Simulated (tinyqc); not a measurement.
Debye-Callaway model of lattice thermal conductivity. Changing the normal-process factor f_N. Computed by tinyqc, a small Python program. Command: `OMP_NUM_THREADS=1 python tinyqc.py 3007082 3007083 out.jsonl callaway sweep`. One thread of a shared host (Intel(R) Xeon(R) Processor @ 2.30GHz), about 0.03 s of CPU time with the checks.

Three acoustic branches with one velocity v, cut at omega_D = k_B Theta/hbar; x = hbar omega/(k_B T). v and Theta are separate inputs: Theta cuts off the heat-carrying modes, so C need not reach 3 k_B/V. gamma is an effective value that sets the umklapp rate.

Inputs (values chosen for the exercise, modelled on gallium nitride):

| quantity | value | unit |
|---|---|---|
| sound velocity v | 5160 | m/s |
| Debye temperature Theta | 648 | K |
| volume per atom V | 11.4 | angstrom^3 |
| mean atomic mass M | 41.9 | u |
| effective Grueneisen parameter gamma | 1.87 | - |
| umklapp exponent divisor b | 3 | - |
| mass variance Gamma | 0.00019 | - |
| Casimir length L | 510 | micrometre |
| temperature T | 300 | K |

Sample: crystal. Point defects: isotopes. Normal processes: included.

Constants: k_B = 1.380649e-23 J/K; hbar = 1.054571817e-34 J s; u = 1.6605390666e-27 kg.

Method:
- Gamma is given directly by the isotope mixture. A = V Gamma/(4 pi v^3).
- Rates: point defects A omega^4; umklapp B omega^2 T exp(-Theta/(b T)) with B = hbar gamma^2/(M v^2 Theta); normal processes f_N B omega^2 T (T/Theta)^2. Boundaries: v/L.
- kappa_1 = c int tau_C g dx, g = x^4 e^x/(e^x - 1)^2, c = (k_B/(2 pi^2 v)) (k_B T/hbar)^3, over 0 < x < min(Theta/T, 40), by 96 Gauss-Legendre points in s with x = x_max s^2; 1/tau_C = 1/tau_R + 1/tau_N; kappa_2 = c [int (tau_C/tau_N) g dx]^2 / int (tau_C/(tau_N tau_R)) g dx; kappa = kappa_1 + kappa_2.
- Heat capacity C = 3 c int g dx / v^2; grey free path 3 kappa/(C v); the median free path v tau_C halves kappa_1 when the quadrature points are ordered by free path (each counted at half its weight, interpolated in the logarithm); likewise at 10 % and 90 %.

One run for each value:

| normal-process factor f_N | kappa (W/(m K)) | kappa_1 (W/(m K)) | kappa_2 (W/(m K)) |
|---|---|---|---|
| 0.03 | 211.3 | 210.0 | 1.3 |
| 0.09 | 208.6 | 205.0 | 3.7 |
| 0.3 | 200.4 | 189.1 | 11.3 |
| 0.9 | 182.8 | 154.8 | 27.9 |
| 9 | 127.0 | 45.0 | 82.0 |
| 30 | 112.4 | 15.9 | 96.6 |
| 90 | 107.3 | 5.6 | 101.7 |
| 300 | 105.4 | 1.7 | 103.7 |

Give the missing row, normal-process factor f_N = 3.

Computed row:
```
normal-process factor f_N  kappa (W/(m K))  kappa_1 (W/(m K))  kappa_2 (W/(m K))
3                                    152.1               94.8               57.3
```

Interpolating between the two neighbouring rows (the first column on a logarithmic scale, the others too where they are positive) misses most in kappa_2 (W/(m K)), by 14 %. Over the rows, kappa (W/(m K)) falls from 211 to 105 (exponent d ln y / d ln x -0.011 between the first rows and -0.015 between the last); kappa_1 (W/(m K)) falls from 210 to 1.70 (exponent d ln y / d ln x -0.022 between the first rows and -0.98 between the last); kappa_2 (W/(m K)) rises from 1.26 to 104 (exponent d ln y / d ln x 0.98 between the first rows and 0.016 between the last). Normal processes conserve momentum: kappa_1 falls as they are added to the rate, and kappa_2 restores part of it (98 % of kappa in the last row). They lower kappa only by handing momentum to modes that scatter resistively.
